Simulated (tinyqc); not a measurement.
Van der Pauw, Hall and four-point-probe measurements on a doped layer: one step of the calculation.

A uniform p-type layer with sheet resistance Rs = 1/(q ns mu), point contacts, low field (mu B small).

Task. Sheet density, mobility and bulk values. Rs = 1/z; Hall sheet density B I/(q |VH|); Hall mobility |VH|/(Rs B I); true values ns = rH times the Hall density, mu = Hall mobility/rH; bulk density ns/t, resistivity Rs t; correction factor F = Rs/[(pi/ln 2)(RA + RB)/2].

Inputs (values chosen for the exercise):
- rH = 1 (Hall factor)
- B = 0.5 T (magnetic field)
- I = 500 uA (current)
- t = 1500 nm (thickness of the layer)

Constants: q = 1.602176634e-19 C. Results are converted to the units shown.

converged z = 0.0036337366 mS
VH = 288.95875 mV
RA = 55233.801 ohm
RB = 66570.011 ohm

Wanted: Rs; Hall sheet density; Hall mobility; ns; mu; bulk density; resistivity; F.

Result.

Rs = 2.7520e5 ohm/square
Hall sheet density = 5.4000e11 cm^-2
Hall mobility = 42.000 cm^2/(V s)
ns = 5.4000e11 cm^-2
mu = 42.000 cm^2/(V s)
bulk density = 3.6000e15 cm^-3
resistivity = 41.280 ohm cm
F = 0.99699

Computed by the program tinyqc: `OMP_NUM_THREADS=1 python tinyqc.py 2850141 2850142 out.jsonl`, one thread of a shared Intel Xeon 2.30GHz, about 0.04 s for the whole run.
